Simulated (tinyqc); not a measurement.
Inside a calculation. Method: CCD on RHF in the 6-311g basis, for H-, spin multiplicity 1. The basis has no diffuse functions, so it cannot describe the extra electron: this is an exercise in the method, not the real anion. Computed by tinyqc, a small Python program that keeps every step (integrals from PySCF). Settings: charge = -1, multiplicity = 1, basis = 6-311g, method = RHF, energy threshold = 1e-10, iteration cap = 89, orthogonalisation = symmetric, start = Wolfsberg-Helmholz matrix, DIIS depth = 6, amplitude equations = CCD, DIIS depth for amplitudes = 6, cap on updates = 64. Command: `OMP_NUM_THREADS=1 python tinyqc.py 22305 22306 out.jsonl` (the two numbers bound the seeds that draw the settings). One thread of a shared host (Intel(R) Xeon(R) Processor @ 2.60GHz), about 0.06 s of CPU time with the checks. The early iterations of the SCF are left out here.

## One-electron integrals

Geometry (angstrom):

| atom | x | y | z |
|---|---|---|---|
| H | 0.00000 | 0.00000 | 0.00000 |

Basis 6-311g: exponents (1/bohr^2) and contraction coefficients of normalised primitives:

| element | l (shell) | exponent | coefficient |
|---|---|---|---|
| H | s (1) | 33.86500 | 0.02549 |
| H | s (1) | 5.09479 | 0.19037 |
| H | s (1) | 1.15879 | 0.85216 |
| H | s (2) | 0.32584 | 1.00000 |
| H | s (3) | 0.10274 | 1.00000 |

Overlap, kinetic and nuclear-attraction integrals over the contracted functions; the nuclear repulsion is the sum of Za Zb / Rab.

nuclear repulsion = 0 hartree

overlap S:
```
         1H 1s    1H 2s    1H 3s
1H 1s  1.00000  0.70638  0.37366
1H 2s  0.70638  1.00000  0.78896
1H 3s  0.37366  0.78896  1.00000
```

kinetic energy T (hartree):
```
         1H 1s    1H 2s    1H 3s
1H 1s  2.30435  0.54912  0.10635
1H 2s  0.54912  0.48876  0.18488
1H 3s  0.10635  0.18488  0.15411
```

nuclear attraction V (hartree):
```
          1H 1s     1H 2s     1H 3s
1H 1s  -2.11110  -1.06073  -0.51499
1H 2s  -1.06073  -0.91090  -0.58281
1H 3s  -0.51499  -0.58281  -0.51150
```

core Hamiltonian H = T + V (hartree):
```
          1H 1s     1H 2s     1H 3s
1H 1s   0.19325  -0.51161  -0.40865
1H 2s  -0.51161  -0.42214  -0.39793
1H 3s  -0.40865  -0.39793  -0.35738
```

## Two-electron integrals

Functions are numbered as in S; the eight-fold symmetry (ij|kl) = (ji|kl) = (kl|ij) leaves the list below.

Two-electron integrals (ij|kl) in chemists' order, unique and non-zero (hartree):
```
(11|11) 1.39303   (21|11) 0.82297   (21|21) 0.50970   (22|11) 0.82290
(22|21) 0.54303   (22|22) 0.64411   (31|11) 0.41126   (31|21) 0.25776
(31|22) 0.27987   (31|31) 0.13079   (32|11) 0.54368   (32|21) 0.36577
(32|22) 0.45267   (32|31) 0.18980   (32|32) 0.32514   (33|11) 0.49402
(33|21) 0.34012   (33|22) 0.44599   (33|31) 0.17804   (33|32) 0.33178
(33|33) 0.36168
```

## Orthogonalisation

S = U s U^T; symmetric (Loewdin) form X = U s^(-1/2) U^T, so that X^T S X = 1.

eigenvalues of S: 0.10921  0.62935  2.26144

X:
```
          1H 1s     1H 2s     1H 3s
1H 1s   1.36602  -0.72847   0.17957
1H 2s  -0.72847   2.04562  -0.90558
1H 3s   0.17957  -0.90558   1.53984
```

## Iteration 9 (converged): orbitals

converged F (hartree):
```
          1H 1s     1H 2s     1H 3s
1H 1s   1.15399  -0.02148  -0.26196
1H 2s  -0.02148   0.16989  -0.03827
1H 3s  -0.26196  -0.03827   0.06398
```

Diagonalise F' = X^T F X, C = X C', fill 1 alpha and 1 beta electrons from the bottom; D = 2 C_occ C_occ^T. Each column has its largest component positive (the first on a tie).

F' = X^T F X (hartree):
```
          1         2         3
1   2.16985  -1.16432  -0.06811
2  -1.16432   1.23595  -0.39242
3  -0.06811  -0.39242   0.29708
```

orbital energies (hartree): MO1 -0.00371, MO2 0.73902, MO3 2.96757

coefficients C:
```
           MO1       MO2       MO3
1H 1s  0.17498   0.08503  -1.54631
1H 2s  0.17469   1.48805   1.81398
1H 3s  0.76477  -1.43742  -0.75657
```

D after iteration 9:
```
         1H 1s    1H 2s    1H 3s
1H 1s  0.06123  0.06113  0.26763
1H 2s  0.06113  0.06103  0.26719
1H 3s  0.26763  0.26719  1.16975
```

## Convergence

Stop when the energy changes by less than 1e-10 hartree and every element of the error matrix X^T (F D S - S D F) X is below 3e-06.

Course of the cycle:

| iteration | E (hartree) | change | largest element of the error matrix |
|---|---|---|---|
| 1 | 0.1493426 | - | 1.02e+00 |
| 2 | -0.4539586 | -6.03e-01 | 1.77e-01 |
| 3 | -0.4666482 | -1.27e-02 | 7.61e-03 |
| 4 | -0.4666718 | -2.37e-05 | 2.34e-04 |
| 5 | -0.4666719 | -4.82e-08 | 3.61e-05 |
| 6 | -0.4666719 | -8.33e-10 | 2.05e-05 |
| 7 | -0.4666719 | -1.95e-10 | 1.46e-05 |
| 8 | -0.4666719 | -2.02e-10 | 2.80e-10 |
| 9 | -0.4666719 | -1.11e-16 | 1.77e-10 |

PySCF RHF in the same basis = -0.4666719 hartree

Converged in 9 iterations.

## Integrals over molecular orbitals

(pq|rs) = sum C_ip C_jq C_kr C_ls (ij|kl), one index at a time.

one-electron integrals over orbitals h = C^T H C (hartree):
```
          1         2        3
1  -0.46296  -0.13152  0.03444
2  -0.13152   0.00097  0.14830
3   0.03444   0.14830  1.87463
```

Two-electron integrals over orbitals (pq|rs), unique and non-zero (hartree):
```
(11|11) 0.45925    (21|11) 0.13152    (21|21) 0.10280    (22|11) 0.42042
(22|21) 0.12004    (22|22) 0.39645    (31|11) -0.03444   (31|21) -0.05014
(31|22) -0.05044   (31|31) 0.07796    (32|11) -0.09922   (32|21) -0.08488
(32|22) -0.10131   (32|31) 0.08216    (32|32) 0.10629    (33|11) 0.58545
(33|21) 0.25306    (33|22) 0.55475    (33|31) -0.17587   (33|32) -0.27174
(33|33) 1.02616
```

## CCD: starting amplitudes

t_ij^ab = <ij||ab> / (e_i + e_j - e_a - e_b), whose energy is MP2.

Starting amplitudes (spin orbitals 1a, 1b, ...; amplitudes related by a flip of all spins are not repeated):

| from | to | t |
|---|---|---|
| 1a 1b | 2a 2b | -0.06920 |
| 1a 1b | 2a 3b | 0.01350 |
| 1a 1b | 3a 3b | -0.01312 |

correlation energy = -0.0094902 hartree

## CCD: amplitude update 1

t_ij^ab D_ij^ab are set to the remaining terms of the spin-orbital equations, evaluated with the old amplitudes; for the doubles these are <ij||ab> + 1/2 <ab||ef> t_ij^ef + 1/2 <mn||ij> t_mn^ab + P(ij)P(ab) <mb||ej> t_im^ae + terms in t^2, D the orbital-energy denominators.

Amplitudes after update 1 (spin orbitals 1a, 1b, ...; amplitudes related by a flip of all spins are not repeated):

| from | to | t |
|---|---|---|
| 1a 1b | 2a 2b | -0.09758 |
| 1a 1b | 2a 3b | 0.01649 |
| 1a 1b | 3a 3b | -0.01285 |

correlation energy = -0.0126854 hartree

## CCD: amplitude update 2

As before.

Amplitudes after update 2 (spin orbitals 1a, 1b, ...; amplitudes related by a flip of all spins are not repeated):

| from | to | t |
|---|---|---|
| 1a 1b | 2a 2b | -0.10925 |
| 1a 1b | 2a 3b | 0.01741 |
| 1a 1b | 3a 3b | -0.01218 |

correlation energy = -0.0139247 hartree

## CCD: convergence

E_corr = 1/4 sum <ij||ab> t_ij^ab; stop when the norm of the change is below 1e-8.

Course of the amplitude iterations:

| update | correlation energy (hartree) | norm of the change |
|---|---|---|
| 0 | -0.0094902 | - |
| 1 | -0.0126854 | 5.74e-02 |
| 2 | -0.0139247 | 2.35e-02 |
| 3 | -0.0147731 | 9.65e-03 |
| 4 | -0.0147702 | 3.35e-05 |
| 5 | -0.0147705 | 3.03e-06 |
| 6 | -0.0147704 | 7.54e-07 |
| 7 | -0.0147704 | 2.63e-07 |
| 8 | -0.0147704 | 1.59e-07 |
| 9 | -0.0147704 | 3.20e-10 |

Converged amplitudes (spin orbitals 1a, 1b, ...; amplitudes related by a flip of all spins are not repeated):

| from | to | t |
|---|---|---|
| 1a 1b | 2a 2b | -0.11735 |
| 1a 1b | 2a 3b | 0.01796 |
| 1a 1b | 3a 3b | -0.01161 |

CCD total energy = -0.4814423 hartree

Converged in 9 updates, with DIIS from the third.
